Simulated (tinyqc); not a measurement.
Inside a calculation: bond unit of a tetrahedral oxide and its oxygen vacancy in tight binding. Values are carried at full precision from step to step, so a last printed digit may differ when a step is redone from the rounded ones.

Two sp3 hybrids h1, h2 at eh = (es + 3 ep)/4 point at one oxygen with orbitals s, px, py, pz; x joins the two cations, z bisects the angle phi, and th = (180 - phi)/2. With u = hbar^2/(m d^2) = 2c/d^2, c = hbar^2/2m0: Vhs = -(1.32 + sqrt3 x 1.42) u/2 and Vhp = (1.42 + sqrt3 x 2.22) u/2. <h|s> = Vhs for both; <h1|px> = Vhp cos(th), <h2|px> = -Vhp cos(th); <h|pz> = Vhp sin(th) for both; py is a lone pair. The unit holds 8 electrons. Coupling between units, which widens the levels into bands, is left out.

Constants: hbar^2/2m0 = 3.80998211 eV angstrom^2.

Values chosen for the exercise (near tabulated values for SiO2; the results hold for these values, not for the real material):
- es = -14.96 eV (s level of the cation)
- ep = -7.5 eV (p level of the cation)
- eos = -33.54 eV (s level of oxygen)
- eop = -17.03 eV (p level of oxygen)
- d = 1.61 angstrom (cation-oxygen distance)
- phi = 135 degrees (bond angle at oxygen)
- R = 2.84 angstrom (cation-cation distance across the vacancy)

## Level and couplings

Form eh, u, Vhs, Vhp and th.

eh (hybrid level) = -9.3650 eV
u = 2.9397 eV

Vhs, Vhp (eV): -5.5553  7.7390

th = 22.5 degrees

## The matrix

Fill it in.

H (eV):
```
         h1       h2         s        px        py        pz
h1  -9.3650        0   -5.5553    7.1499         0    2.9616
h2        0  -9.3650   -5.5553   -7.1499         0    2.9616
s   -5.5553  -5.5553  -33.5400         0         0         0
px   7.1499  -7.1499         0  -17.0300         0         0
py        0        0         0         0  -17.0300         0
pz   2.9616   2.9616         0         0         0  -17.0300
```

## Levels, weights and charge

Diagonalise; the four lowest levels are filled. The excess of electrons on oxygen is twice the oxygen weight of the filled levels less 6.

levels (eV): -35.9460  -24.0109  -18.3716  -17.0300  -5.6174  -2.3841

weights:
```
    level 1  level 2  level 3  level 4  level 5  level 6
h1    0.043    0.161    0.045    0.000    0.412    0.339
h2    0.043    0.161    0.045    0.000    0.412    0.339
s     0.910    0.000    0.024    0.000    0.065    0.000
px    0.000    0.677    0.000    0.000    0.000    0.323
py    0.000    0.000    0.000    1.000    0.000    0.000
pz    0.004    0.000    0.885    0.000    0.111    0.000
```

highest filled to lowest empty = 11.4126 eV
excess electrons on oxygen = 1.002

The highest filled level is the py orbital of oxygen (100 %) and the lowest empty one is 82 % cation hybrid, even under exchange of the two cations. The spacing is that of an isolated unit and exceeds the gap of the solid.

## The odd block in closed form

The combination (h1 - h2)/sqrt2 couples to px alone, with W2 = sqrt2 Vhp cos(th); W3 = (eh - eop)/2; levels (eh + eop)/2 -/+ sqrt(W2^2 + W3^2); polarity W3/sqrt(W2^2 + W3^2).

W2, W3 (eV): 10.1114  3.8325

levels of the odd block (eV): -24.0109  -2.3841

polarity = 0.3544

## The neutral oxygen vacancy

Without the oxygen the two hybrids face each other at distance R and couple by -V2, V2 = 3.22 x 2c/R^2, c = hbar^2/2m0: a bond at eh - V2 with two electrons and an antibond at eh + V2. Levels are measured from eop, the lone-pair level that stands for the top of the valence band.

Form V2 and the two levels above eop. R is a chosen distance; in real silica the neutral vacancy relaxes to about 2.5 angstrom.

V2 = 3.0421 eV

levels above eop (eV): bond 4.6229, lone hybrid 7.6650, antibond 10.7071

bond-antibond splitting = 6.0842 eV

The filled bond lies 4.62 eV above the lone pairs, so it can trap a hole; the antibond lies below the lowest empty level of the intact unit (11.41 eV). A lone hybrid, as in a dangling bond, sits at 7.67 eV.

## Checks

- Levels of the odd block against the full matrix: they agree to 1e-10 or better.

(tinyqc, `OMP_NUM_THREADS=1 python tinyqc.py 1451939 1451940 out.jsonl`, Intel(R) Xeon(R) Processor @ 2.30GHz, 1 thread, shared host, about 0.01 s.)
